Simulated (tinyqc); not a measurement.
Nanosheet or nanowire with hard walls, valleys of the Si type: one step. Valley masses for a [110] channel. Four cases, with inputs chosen for the exercise.

Task: Rotate w into the device axes and group equal valleys (|w_yz| counts); order by w_zz, then w_yy. 1/m_x = w_xx - w_xc w_c^-1 w_cx with c the block (y, z).

Six ellipsoidal valleys along the cube axes: inverse mass tensor w = 1/mt + (1/ml - 1/mt) a a^T with a the unit axis. Device axes: x along the channel, z = [001], y = z x x.

Give: Valleys.

Case 1.

Values chosen (out of a larger set: near those of Si; not measured data): ml = 0.901 m0 (longitudinal mass); mt = 0.192 m0 (transverse mass); channel = 110 (transport direction x on a (001) wafer).

Result:

Valleys:
```
group  valleys g    w_yy    w_zz  |w_yz|  m_x (m0)
A              2  5.2083  1.1099  0.0000    0.1920
B              4  3.1591  5.2083  0.0000    0.5465
```

The lightest transport mass, 0.192 m0, belongs to group A.

Case 2.

Values chosen (out of a larger set: near those of Si; not measured data): ml = 0.917 m0 (longitudinal mass); mt = 0.187 m0 (transverse mass); channel = 110 (transport direction x on a (001) wafer).

Result:

Valleys:
```
group  valleys g    w_yy    w_zz  |w_yz|  m_x (m0)
A              2  5.3476  1.0905  0.0000    0.1870
B              4  3.2191  5.3476  0.0000    0.5520
```

The lightest transport mass, 0.187 m0, belongs to group A.

Case 3.

Values chosen (out of a larger set: near those of Si; not measured data): ml = 0.918 m0 (longitudinal mass); mt = 0.193 m0 (transverse mass); channel = 110 (transport direction x on a (001) wafer).

Result:

Valleys:
```
group  valleys g    w_yy    w_zz  |w_yz|  m_x (m0)
A              2  5.1813  1.0893  0.0000    0.1930
B              4  3.1353  5.1813  0.0000    0.5555
```

The lightest transport mass, 0.193 m0, belongs to group A.

Case 4.

Values chosen (out of a larger set: near those of Si; not measured data): ml = 0.924 m0 (longitudinal mass); mt = 0.193 m0 (transverse mass); channel = 110 (transport direction x on a (001) wafer).

Result:

Valleys:
```
group  valleys g    w_yy    w_zz  |w_yz|  m_x (m0)
A              2  5.1813  1.0823  0.0000    0.1930
B              4  3.1318  5.1813  0.0000    0.5585
```

The lightest transport mass, 0.193 m0, belongs to group A.

Computed by tinyqc, one run a case: `OMP_NUM_THREADS=1 python tinyqc.py N N+1 out.jsonl` with N = 1251943, 1252118, 1252321, 1280068; one thread of a shared Intel(R) Xeon(R) Processor @ 2.30GHz, about 0.04 s a run at most.
